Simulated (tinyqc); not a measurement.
# Changing the compression V/V_0 for the pressure test

Model: equation-of-state fits to an energy-volume table made by a known binding curve. Computed by tinyqc, a small Python program. Command: `OMP_NUM_THREADS=1 python tinyqc.py 3018366 3018367 out.jsonl eosfit sweep`. One thread of a shared host (Intel(R) Xeon(R) Processor @ 2.30GHz), about 0.04 s of CPU time with the checks.

With x = (V/V_0)^(1/3), the energy per atom is E = D [m x^-n - n x^-m]/(n - m), so that B0 = D n m/(9 V_0) and B' = (n + m + 6)/3. B' = dB/dP at P = 0.

Inputs (values chosen for the exercise, for a model crystal):

| quantity | value | unit |
|---|---|---|
| cohesive energy D | 5.44 | eV/atom |
| true volume V_0 | 28.4 | angstrom^3/atom |
| repulsive exponent n | 8 | - |
| attractive exponent m | 1 | - |
| half-width of the volume window w | 0.12 | - |
| shift of the window centre s | -0.0021 | - |
| points N | 11 | - |

Binding curve: Mie. Noise: none.

Constants: 1 eV/angstrom^3 = 160.2176634 GPa.

Method:
- B0 and B' from the formulas above; P = -dE/dV at V = c V_0 (c the compression chosen), from the curve itself.
- Table: V_j = V_0 [1 + s + w (2 j/(N - 1) - 1)], j = 0..N-1, rounded to 0.001; E_j from the curve, rounded to 1e-7 eV.
- Third-order Birch-Murnaghan is a cubic in u = V^(-2/3): fit it by linear least squares, find the minimum, and take B0 = V E''(V), B' = -1 - V E'''/E'' there.
- Errors are fitted minus exact, relative; the pressure at c V_0 uses P = (3 B0/2) (x^7 - x^5) [1 + (3/4)(B' - 4)(x^2 - 1)], x = (V0/V)^(1/3) with the fitted values.

One run for each value:

| compression V/V_0 for the pressure test | exact pressure at c V_0 (GPa) | fitted pressure at c V_0 (GPa) | error of that pressure (%) |
|---|---|---|---|
| 0.60 | 52.984 | 50.933 | -3.8699 |
| 0.65 | 35.970 | 34.998 | -2.7033 |
| 0.70 | 24.425 | 23.987 | -1.7935 |
| 0.75 | 16.414 | 16.234 | -1.1005 |
| 0.80 | 10.755 | 10.691 | -0.5914 |
| 0.84 | 7.406 | 7.384 | -0.2980 |
| 0.88 | 4.818 | 4.814 | -0.0935 |
| 0.92 | 2.806 | 2.807 | 0.0309 |
| 0.96 | 1.234 | 1.235 | 0.0745 |

Over the rows, exact pressure at c V_0 (GPa) falls from 53.0 to 1.23 (exponent d ln y / d ln x -4.8 between the first rows and -19 between the last); fitted pressure at c V_0 (GPa) falls from 50.9 to 1.23 (exponent d ln y / d ln x -4.7 between the first rows and -19 between the last); error of that pressure (%) rises from -3.87 to 0.0745. The window ends at V/V_0 = 0.88; rows below it extrapolate.

Extremes, crossings and ranges named in words are read from the listed rows.
